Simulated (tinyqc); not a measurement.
Hot electrons in a saturated n-channel MOSFET, lucky-electron model: one step of the calculation.

Beyond pinch-off the lateral field grows as Esat cosh(y/l) over the velocity-saturated region (pseudo-two-dimensional model). Impact ionisation in this region gives the substrate current, which biases the body forward through Rsub. Currents are per width. Local-field laws: they overstate ionisation when the field peak is narrower than an energy relaxation length.

Question. Body bias from the substrate current. Cox = 3.9 eps0/tox. Overdrive g = Vg - VT + kb Vb; Vdsat = g Esat L/(g + Esat L); Id = Cox vs (g - Vdsat); dV = Vd - Id Rd - Vdsat; Em = sqrt((dV/l)^2 + Esat^2); Isub = Id (Ai/Bi) l Em exp(-Bi/Em). Vb(new) = Rsub Isub.

Values chosen for this exercise; values close to those of silicon n-channel devices:
```
symbol,value,unit,meaning
L,0.25,um,channel length
tox,5.5,nm,oxide thickness
VT,0.79,V,threshold
vs,8.8e6,cm/s,saturation velocity
Ai,2e6,1/cm,ionisation prefactor
Bi,1.79,MV/cm,ionisation field
Rd,400,ohm um,resistance of the lightly doped drain
Rsub,2900,ohm um,substrate resistance
kb,0.27,,fall of VT per volt of forward body bias
Vd,2,V,drain voltage
Vg,1.4,V,gate voltage
```

Constants: eps0 = 8.8541878128e-14 F/cm where lengths are in cm. Results are converted to the units shown.

Vb after iteration 1 = 0.011899760 V
l = 34.467376 nm
Esat = 0.044 MV/cm

Give: Vdsat; Id; dV; Em; Isub; Vb after iteration 2.

Answer.

Vdsat = 0.39372 V
Id = 121.27 uA/um
dV = 1.5578 V
Em = 0.45409 MV/cm
Isub = 4.1163 uA/um
Vb after iteration 2 = 0.011937 V

Computed by the program tinyqc: `OMP_NUM_THREADS=1 python tinyqc.py 2550131 2550132 out.jsonl`, one thread of a shared Intel Xeon 2.30GHz, about 0.01 s for the whole run.
